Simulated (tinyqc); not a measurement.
## Line constants from open and short measurements

Inverse problem. A uniform line of length len, under a quarter wavelength, has Z_open = Zc coth(gamma len) and Z_short = Zc tanh(gamma len); gamma Zc = r + i w l and gamma/Zc = g + i w c, w = 2 pi f. Find r, l and c.

Parameters, values chosen for the exercise: length len = 26 mm; frequency f = 0.49 GHz.

Zin with the far end open = 39.198374-89.110270i ohm
Zin with the far end shorted = 111.84357-20.90123i ohm

Answer. The product of the two impedances is Zc^2 and their ratio tanh^2(gamma len); the principal branch holds below a quarter wavelength.

r = 4.38 ohm/mm
l = 0.329 nH/mm
c = 132 pF/m

tinyqc, about 0.01 s, one thread, Intel Xeon 2.30GHz (shared host): `OMP_NUM_THREADS=1 python tinyqc.py 2810132 2810133 out.jsonl`
